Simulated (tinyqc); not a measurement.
Bias-temperature instability from a Gaussian distribution of capture and emission barriers. Changing the recovery time t_r. Computed by tinyqc, a small Python program. Command: `OMP_NUM_THREADS=1 python tinyqc.py 3002788 3002789 out.jsonl bti sweep`. One thread of a shared host (Intel(R) Xeon(R) Processor @ 2.30GHz), about 0.02 s of CPU time with the checks.

Each trap has a capture time tau_0 exp(E_c/(k_B T)) under stress and an emission time tau_0 exp(E_e/(k_B T)) after it. E_c is Gaussian, and E_e = E_c + d with d Gaussian and independent. A trap counts as filled once t_s exceeds its capture time and as emptied once t_r exceeds its emission time.

Inputs (values chosen for the exercise, for a model p-channel transistor): shift with all traps filled V_max = 380 mV; mean capture barrier at zero field mu_c = 1.72 eV; spread of capture barriers sigma_c = 0.29 eV; lowering of mu_c per field k_F = 0.04 eV/(MV/cm); oxide field F = 4.2 MV/cm; mean of E_e - E_c at the stress field, delta = -0.11 eV; spread of E_e - E_c, sigma_d = 0.24 eV; time constant tau_0 = 1e-10 s; temperature T = 125 C; stress time t_s = 200 s.

Constants: k_B = 8.617333262e-05 eV/K.

Method:
- Demarcation energies E_s = k_B T ln(t_s/tau_0), E_r = k_B T ln(t_r/tau_0); mean barrier mu = mu_c - k_F F; z = (E_s - mu)/sigma_c; Phi is the standard normal distribution.
- Temperatures in kelvin are T(C) + 273.15.
- Shift without recovery dV0 = V_max Phi(z); local time exponent n = d ln dV0/d ln t_s = (k_B T/sigma_c) exp(-z^2/2)/(sqrt(2 pi) Phi(z)); apparent activation energy n E_s.
- Remaining shift dV = V_max int_(-infinity)^(E_s) g(E_c) [1 - Phi((E_r - E_c - delta)/sigma_d)] dE_c, g the Gaussian density of E_c (Gauss-Legendre, 120 points over 7 sigma_c below E_s).

One run for each value:
```
recovery time t_r (s)  remaining shift dV (mV)  remaining share dV/dV0  E_r (eV)
1.00e-07                                 8.411                  0.9746     0.237
1.00e-05                                 7.902                  0.9155     0.395
1.00e-03                                 6.760                  0.7832     0.553
1.00e-01                                 4.925                  0.5706     0.711
1.00e+01                                 2.856                  0.3310     0.869
1.00e+03                                 1.247                  0.1445     1.027
1.00e+05                                 0.394                  0.0456     1.185
```

Describe and explain the trends.

Over the rows, remaining shift dV (mV) falls from 8.41 to 0.394 (exponent d ln y / d ln x -0.014 between the first rows and -0.25 between the last); remaining share dV/dV0 falls from 0.975 to 0.0456 (exponent d ln y / d ln x -0.014 between the first rows and -0.25 between the last); E_r (eV) rises from 0.237 to 1.19 (exponent d ln y / d ln x 0.11 between the first rows and 0.031 between the last). Each decade of t_r moves E_r by k_B T ln 10 through a broad distribution, so recovery spreads over many decades.
